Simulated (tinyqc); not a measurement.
From results back to parameters: Wannier function of the lower band of a two-orbital chain. Five cases, with inputs chosen for the exercise.

Problem. A band E(k) = H0 + 2 H1 cos(ka) + 2 H2 cos(2ka) is known at k = 0, pi/2a and pi/a. The values come from hidden hoppings; c = hbar^2/2m0.

Constants: hbar^2/2m0 = 3.80998211 eV angstrom^2.

Case 1.

Values chosen: a = 4.7 angstrom (period).

E (eV): 0 -4.4140, pi/2a -2.7700, pi/a -1.3580

Case 2.

Values chosen: a = 3 angstrom (period).

E (eV): 0 -1.3330, pi/2a -0.2210, pi/a 1.4430

Case 3.

Values chosen: a = 3.3 angstrom (period).

E (eV): 0 -1.1130, pi/2a -0.8250, pi/a 0.3190

Case 4.

Values chosen: a = 5.8 angstrom (period).

E (eV): 0 -4.0140, pi/2a -2.6460, pi/a -1.2700

Case 5.

Values chosen: a = 3.6 angstrom (period).

E (eV): 0 -2.5080, pi/2a -1.8920, pi/a -1.1880

Find: H0, H1, H2; m0/m at k = 0.

Solution. H0 = (E0 + 2 E1 + E2)/4, H1 = (E0 - E2)/4, H2 = (E0 - 2 E1 + E2)/8; the curvature at k = 0 gives m0/m = -(H1 + 4 H2) a^2/c.

Case 1.

H0, H1, H2 (eV): -2.828  -0.764  -0.029

m0/m at k = 0 = 5.102

Case 2.

H0, H1, H2 (eV): -0.083  -0.694  0.069

m0/m at k = 0 = 0.987

Case 3.

H0, H1, H2 (eV): -0.611  -0.358  0.107

m0/m at k = 0 = -0.200

Case 4.

H0, H1, H2 (eV): -2.644  -0.686  0.001

m0/m at k = 0 = 6.022

Case 5.

H0, H1, H2 (eV): -1.870  -0.330  0.011

m0/m at k = 0 = 0.973

Computed by tinyqc, one run a case: `OMP_NUM_THREADS=1 python tinyqc.py N N+1 out.jsonl` with N = 1451248, 1451281, 1451288, 1451499, 1451537; one thread of a shared Intel(R) Xeon(R) Processor @ 2.30GHz, about 0.2 s a run at most.
